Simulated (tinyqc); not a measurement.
## Junction parameters from two forward currents

Question. D(v) = J1 (exp(v/Vt) - 1) + J2 (exp(v/(2 Vt)) - 1). Find J1, J2 and the voltage 2 Vt ln(J2/J1) near which both parts are equal.

Inputs (values chosen for the exercise):

| symbol | value | unit | meaning |
|---|---|---|---|
| T | 300 | K | temperature |

Constants: q = 1.602176634e-19 C, kB = 1.380649e-23 J/K, Vt = kB T/q. Results are converted to the units shown.

junction voltages (V): [0.31, 0.63]
currents (uA/um): [6.9649245e-7, 0.032470947]

Solution. The current is linear in J1 and J2, so two points give two equations.

J1 = 8.400e-13 uA/um
J2 = 1.400e-9 uA/um
crossover = 0.3836 V

Numbers from tinyqc (`OMP_NUM_THREADS=1 python tinyqc.py 2182070 2182071 out.jsonl`; about 0.2 s on one thread of a shared Intel Xeon 2.30GHz).
